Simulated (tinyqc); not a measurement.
## Tunnelling through a gate dielectric, WKB transmission and Tsu-Esaki current: dielectrics compared at equal EOT

Electrons leave the emitter at x = 0. Energies E (motion across the layers) are in eV from the emitter Fermi level; the collector Fermi level lies at -V and offers states at every E. No charge in the dielectric and no image force: F1 = V/t1, U = phi1 - F1 x. With C = hbar^2/(2 m0), kappa = sqrt(m (U - E)/C) where U > E and 0 elsewhere; T(E) = exp(-S), S = 2 times the integral of kappa over x.

A single layer of thickness t1 = EOT eps_r/3.9 for each dielectric, at V = 1.2 V. Each layer adds (2/F) sqrt(m/C) [G(u at its left edge) - G(u at its right edge)] to S, with u = U - E (0 where negative) and G(u) = (2/3) u^1.5. J = J0 times the integral of T(E) N(E) dE, N = ln[(1 + exp(-E/Vt))/(1 + exp((-E - V)/Vt))], J0 = q^2 me m0 kB T/(2 pi^2 hbar^3) (times 1e-4 for A/cm^2 per eV), from E = -Ef to far above the barrier (T = 1 there), by quadrature converged to the digits shown.

Values chosen for this exercise:
```
symbol  value  unit                                            meaning
T         350     K                                        temperature
Ef        0.4    eV  Fermi energy of the emitter above its band bottom
me          1    m0                emitter mass in the supply function
EOT       1.9    nm                         equivalent oxide thickness
```

Constants: q = 1.602176634e-19 C, kB = 1.380649e-23 J/K, hbar = 1.054571817e-34 J s, m0 = 9.1093837015e-31 kg, Vt = kB T/q, hbar^2/(2 m0) = 0.0380998212 eV nm^2. Results are converted to the units shown.

Dielectrics (values chosen for the exercise, close to those of the materials named):
```
                 eps_r  phi1 (eV)  m1 (m0)
silicon dioxide   3.75       3.24     0.48
silicon nitride   7.73        2.2     0.49
aluminium oxide   9.01       2.57     0.39
hafnium oxide     21.7       1.43      0.2
zirconium oxide   24.4       1.39     0.25
```

Leakage at equal EOT:
```
                 t1 (nm)  S at E = 0  J (A/cm^2)  eps_r sqrt(m1 phi1)
silicon dioxide    1.827       21.03      0.3799                4.677
silicon nitride    3.766       33.96    2.906e-7                8.026
aluminium oxide    4.389       39.27    1.574e-9                9.020
hafnium oxide      10.57       43.05    1.104e-9                11.60
zirconium oxide    11.89       52.64   2.106e-10                14.38
```

From the lowest current to the highest: zirconium oxide, hafnium oxide, aluminium oxide, silicon nitride, silicon dioxide; the span is 9.26 decades. The figure eps_r sqrt(m1 phi1), to which S is proportional at low voltage, gives the same order.

Numbers from tinyqc (`OMP_NUM_THREADS=1 python tinyqc.py 2540105 2540106 out.jsonl`; about 0.02 s on one thread of a shared Intel Xeon 2.30GHz).
